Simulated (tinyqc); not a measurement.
Longitudinal sound in a periodic multilayer: transfer matrices, stop bands and folded phonons: one step, computed by the program tinyqc. Command: `OMP_NUM_THREADS=1 python tinyqc.py 3016478 3016479 out.jsonl multilayer walk`. One thread of a shared host (Intel(R) Xeon(R) Processor @ 2.30GHz), about 0.01 s of CPU time with the checks.

Layers 1 and 2 repeat with period d = d_1 + d_2; waves travel normal to the layers, without loss. State vector (u, s): displacement u and stress divided by omega. Impedances Z = rho v are in 1e6 kg/(m^2 s).

Question. Transfer matrix of one period. A layer maps (u, s) by [[cos p, sin p/Z], [-Z sin p, cos p]], p = 2 pi f d_i/v_i; one period is M = M_2 M_1, and cos(q d) = trace(M)/2.

Inputs (values chosen for the exercise, modelled on silica (layer 1), tungsten (layer 2) and silicon (substrate)):

| quantity | value | unit |
|---|---|---|
| velocity v_1 | 5920 | m/s |
| thickness d_1 | 2.18 | nm |
| velocity v_2 | 5320 | m/s |
| thickness d_2 | 1.91 | nm |
| frequency f | 449 | GHz |

Z_2 = 102.144

Z_1 = 13.1424

Give: phase p_1; phase p_2; M; trace(M)/2.

Answer.

phase p_1 = 1.039 rad

phase p_2 = 1.013 rad

M:
```
        1        2
1  0.1745  0.03893
2  -49.95   -5.414
```

trace(M)/2 = -2.620

|trace/2| > 1: f lies in a stop band, and the amplitude falls by a factor 5.041 a period. Caution: at these frequencies damping, strong in glasses, and rough interfaces, both left out here, can weaken the stop bands; layers only a few atoms thick are also beyond continuum acoustics.
